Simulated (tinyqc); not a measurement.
# Gain factor and gap resistance from two string resistances

Question. At small bit-line voltage each of the 48 cells has the resistance 1/(K x) at overdrive x (no mobility reduction) in series with a gap resistance Rg. Find K, Rg and the share of the gaps at the higher overdrive.

resistance of a string of 48 equal cells at overdrives of 3.9 and 7.2 V (kohm): [2759.0061, 1694.6616]

Solution. The resistance per cell is a straight line in 1/x with slope 1/K and intercept Rg.

K = 5.300 uA/V^2
Rg = 9.100 kohm
share of the gaps = 25.78 %

tinyqc, about 0.7 s, one thread, Intel Xeon 2.30GHz (shared host): `OMP_NUM_THREADS=1 python tinyqc.py 2142128 2142129 out.jsonl`
